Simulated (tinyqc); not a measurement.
MOSFET in the linear regime without short-channel effects, parameter extraction from computed curves: one step of the calculation.

Inversion charge Q = Cox n Vt W0(exp((Vg - VT)/(n Vt))), W0 the Lambert function and n = nf; u = Q/Cox; mobility mu = mu0/(1 + th1 u + th2 u^2); channel resistance Rch = (L - dL)/(W mu Q); Id = Vd/(Rch + Rsd/W). Cox = eps0 eox/tox. Small Vd, no channel-length or drain effects.

Question. Transfer curve. u, mu, Rch and Id as defined.

Values chosen for this exercise; channel values of the order met in silicon transistors: temperature T = 300 K; relative permittivity of the gate insulator (close to hafnium oxide) eox = 21.9; insulator thickness tox = 7.8 nm; low-field mobility mu0 = 140 cm^2/(V s); first mobility attenuation factor th1 = 0.33 1/V; second mobility attenuation factor th2 = 0 1/V^2; threshold voltage VT = 0.61 V; body factor nf = 1.25; gate width W = 1 um; drawn gate length L = 1.7 um; drawn less effective length dL = 0.009 um; source plus drain resistance Rsd = 330 ohm um; drain voltage Vd = 0.05 V.

Constants: q = 1.602176634e-19 C, kB = 1.380649e-23 J/K, Vt = kB T/q, eps0 = 8.8541878128e-14 F/cm where lengths are in cm. Results are converted to the units shown.

Vg, point 0 to 11 (V): 0.37  0.49  0.61  0.73  0.85  0.97  1.09  1.21  1.33  1.45  1.57  1.69

Find: u; mu; Rch; Id.

Answer.

```
point      u (V)  mu (cm^2/(V s))  Rch (ohm)    Id (uA)
0      1.9217e-5           140.00   2.5283e8  1.9776e-4
1      7.6972e-4           139.96   6.3139e6  0.0079186
2       0.018327           139.16   2.6671e5    0.18724
3       0.087727           136.06      56987    0.87234
4        0.18382           131.99      28035     1.7628
5        0.28918           127.80      18405     2.6688
6        0.39880           123.72      13787     3.5419
7        0.51080           119.81      11115     4.3686
8        0.62431           116.08     9385.8     5.1463
9        0.73887           112.56     8179.2     5.8760
10       0.85418           109.21     7291.5     6.5604
11       0.97007           106.05     6611.9     7.2026
```

Computed by the program tinyqc: `OMP_NUM_THREADS=1 python tinyqc.py 2210138 2210139 out.jsonl`, one thread of a shared Intel Xeon 2.30GHz, about 0.01 s for the whole run.
